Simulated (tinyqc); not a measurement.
Three-phonon processes in a diatomic chain: dispersion, energy and momentum conservation, and decay channels of optical phonons: one step, computed by the program tinyqc.

Cell length a, two atoms, one spring constant. x = q a/pi runs from -1 to 1; A and O are the acoustic and optical branches. Matrix elements are not computed: only conservation laws and occupation factors are followed.

Question. Band edges. omega^2 = k (1/m + 1/M) -/+ k sqrt((1/m + 1/M)^2 - 4 sin^2(pi x/2)/(m M)); nu = 15.6333042 THz x sqrt(omega^2) for eV/(angstrom^2 u). Acoustic top sqrt(2 k/M), optical bottom sqrt(2 k/m), optical top sqrt(2 k (1/m + 1/M)).

Inputs (values chosen for the exercise, for a model chain): light mass m = 10.8 u; heavy mass M = 30.1 u; spring constant k = 11 eV/angstrom^2.

Constants: nu for 1 eV/(angstrom^2 u) = 15.6333042 THz.

Give: acoustic top; optical bottom; optical top; optical top over twice the acoustic top; optical bottom over twice the acoustic top; optical width over acoustic top.

Answer.

acoustic top = 13.37 THz

optical bottom = 22.31 THz

optical top = 26.01 THz

optical top over twice the acoustic top = 0.9730

optical bottom over twice the acoustic top = 0.8347

optical width over acoustic top = 0.2766

The zone-centre optical phonon can decay into two acoustic ones: this needs M/m <= 3.
